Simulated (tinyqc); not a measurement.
Cabrera-Mott growth of a thin oxide under its own electric field. Changing the Mott potential V. Computed by tinyqc, a small Python program. Command: `OMP_NUM_THREADS=1 python tinyqc.py 3025676 3025677 out.jsonl cabrera sweep`. One thread of a shared host (Intel(R) Xeon(R) Processor @ 2.30GHz), about 0.03 s of CPU time with the checks.

Electrons cross the film freely and set a fixed potential V across it; the field V/x lowers the barrier for ions entering the oxide.

Inputs (values chosen for the exercise, for a model metal):
```
quantity                     value        unit
barrier W                     1.38          eV
ion charge number z              1           -
half jump distance b           1.2    angstrom
prefactor u0 = N Omega nu  1.4e+13  angstrom/s
temperature T                  350           K
starting thickness x0          3.2    angstrom
time t                      310000           s
```

Backward hops: kept.

Constants: k_B = 8.617333262e-05 eV/K.

Method. u = u0 exp(-W/(k_B T)), X1 = z b V/(k_B T) with V in volts and k_B T in eV; dx/dt = 2 u sinh(X1/x). t(x) = int_(x0)^x dx / (dx/dt) by Gauss-Legendre quadrature (80 points on each side of (x0 + 2 x)/3), solved for x.

One run for each value:
```
Mott potential V (V)  thickness x (angstrom)  field at time t (MV/cm)  rate at time t (angstrom/s)
0.40                                    5.41                     7.40                    3.568e-06
0.65                                    7.85                     8.28                    5.066e-06
0.90                                   10.20                     8.83                    6.303e-06
1.10                                   12.00                     9.17                    7.221e-06
1.40                                   14.61                     9.58                    8.519e-06
1.60                                   16.30                     9.81                    9.344e-06
1.90                                   18.79                    10.11                    1.053e-05
2.10                                   20.41                    10.29                    1.130e-05
2.40                                   22.80                    10.53                    1.242e-05
```

Describe the trends.

Over the rows, thickness x (angstrom) rises from 5.41 to 22.8 (exponent d ln y / d ln x 0.77 between the first rows and 0.83 between the last); field at time t (MV/cm) rises from 7.40 to 10.5 (exponent d ln y / d ln x 0.23 between the first rows and 0.17 between the last); rate at time t (angstrom/s) rises from 3.57e-6 to 1.24e-5 (exponent d ln y / d ln x about 0.69 throughout).

Caution (rows 0.650, 0.900, 1.10, 1.40, 1.60, 1.90, 2.10, 2.40): the starting field or rate is formal: the first layers form as fast as oxygen arrives.
